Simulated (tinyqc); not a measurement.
# MOS structure on a p-type body, non-linear Poisson equation by Newton steps: effects of single changes

One dimension, insulator interface at x = 0, acceptor density Na, uniform, net doping C = -(acceptor density). psi is counted from the intrinsic level: n = ni exp((psi - Vb)/Vt), p = ni exp(-psi/Vt); deep in the body psi_b = -Vt ln(Na/ni). The gate acts through Cox = eps0 eox/tox and has the potential psi_G = Vg - (phiM - chi - Vt ln(Nc/ni)). Boltzmann statistics, full ionisation, classical densities, no oxide or interface charge.

Inputs (values chosen for the exercise); band and dielectric values close to those of germanium: temperature T = 300 K; band gap Eg = 0.656 eV; relative permittivity eps_r = 16.2; conduction-band density of states at T Nc = 1.04e19 cm^-3; valence-band density of states at T Nv = 5.92e18 cm^-3; electron affinity chi = 4.07 eV; acceptor density deep in the body Na = 9.6e17 cm^-3; relative permittivity of the gate insulator (close to silicon dioxide) eox = 3.9; insulator thickness tox = 7.2 nm; gate work function phiM = 4.65 eV; electron quasi-Fermi potential against the body Vb = 0.8 V.

Constants: q = 1.602176634e-19 C, kB = 1.380649e-23 J/K, Vt = kB T/q, eps0 = 8.8541878128e-14 F/cm where lengths are in cm. Results are converted to the units shown.

Each table varies one quantity; the others keep the values above.

## Charge and capacitance against gate voltage

ni = sqrt(Nc Nv) exp(-Eg/(2 Vt)), Eg in volts. The Poisson equation d/dx(eps0 eps_r dpsi/dx) = -q (p - n + C), with eps0 eps_r dpsi/dx = -Cox (psi_G - psi_0) at x = 0, is solved on a mesh of about 600 nodes or more. N_inv is the integral of n less its value deep in the body. C_LF = Cox (1 - dpsi_0/dVg) with all carriers following; C_HF is the same with the electron quasi-Fermi level shifting uniformly so that N_inv stays fixed. The centroid is that of the same excess.

Charge and capacitance against gate voltage:

| Vg (V) | psi_0 - psi_b (V) | N_inv (cm^-2) | C_LF/Cox | C_HF/Cox | centroid (nm) |
|---|---|---|---|---|---|
| 2.58 | 1.14 | 1.98e7 | 0.396 | 0.396 | 0.541 |
| 2.73 | 1.24 | 6.50e8 | 0.389 | 0.386 | 0.519 |
| 2.89 | 1.33 | 2.38e10 | 0.476 | 0.378 | 0.498 |
| 3.05 | 1.39 | 2.23e11 | 0.770 | 0.373 | 0.482 |
| 3.2 | 1.41 | 5.57e11 | 0.879 | 0.371 | 0.470 |
| 3.36 | 1.43 | 9.66e11 | 0.922 | 0.370 | 0.458 |
| 3.51 | 1.44 | 1.37e12 | 0.942 | 0.369 | 0.448 |
| 3.67 | 1.45 | 1.81e12 | 0.954 | 0.369 | 0.438 |

What does the table show?

N_inv goes from 1.98e7 to 1.81e12 cm^-2 and passes 2e11 cm^-2 at Vg = 3.04 V. Below threshold it takes 99.0 mV a decade between Vg = 2.58 and 2.73 V, against Vt ln 10 = 59.5 mV. C_LF/Cox is lowest, 0.389, at Vg = 2.73 V among the rows listed and ends at 0.954, while C_HF/Cox ends at 0.369. Between the last two rows q dN_inv/dVg is 0.925 Cox. Where the classical centroid is under about 2 nm, confinement would move the charge away from the interface and raise the threshold.

## Effect of the acceptor density deep in the body on threshold, swing and body effect

VT is the Vg at which N_inv = 2e11 cm^-2. m = 1/(dpsi_0/dVg) at N_inv = 1e8 cm^-2; the swing is the Vg between N_inv = 1e8 and 1e9 cm^-2; body coefficient [VT(Vb + 0.05 V) - VT(Vb)]/0.05 V - 1.

Effect of the acceptor density deep in the body on threshold, swing and body effect:

| Na (cm^-3) | VT (V) | psi_0 - psi_b at VT (V) | m - 1 | swing (mV/decade) | body coefficient |
|---|---|---|---|---|---|
| 2.4e17 | 2.20 | 1.33 | 0.330 | 80.1 | 0.313 |
| 3.5e17 | 2.37 | 1.35 | 0.396 | 84.0 | 0.374 |
| 5.2e17 | 2.59 | 1.36 | 0.479 | 88.9 | 0.451 |
| 7.6e17 | 2.85 | 1.38 | 0.575 | 94.6 | 0.540 |
| 1.1e18 | 3.16 | 1.39 | 0.688 | 101 | 0.644 |
| 1.6e18 | 3.53 | 1.41 | 0.824 | 109 | 0.771 |
| 2.4e18 | 4.02 | 1.42 | 1.00 | 120 | 0.937 |

As Na goes from 2.4e17 to 2.4e18, VT rises from 2.20 to 4.02 V, the swing rises from 80.1 to 120 mV/decade and the body coefficient rises from 0.313 to 0.937. The swing stays within 1.1 % of m Vt ln 10, and the body coefficient within 0.065 of m - 1.

Numbers from tinyqc (`OMP_NUM_THREADS=1 python tinyqc.py 2080051 2080052 out.jsonl`; about 0.4 s on one thread of a shared Intel Xeon 2.30GHz).
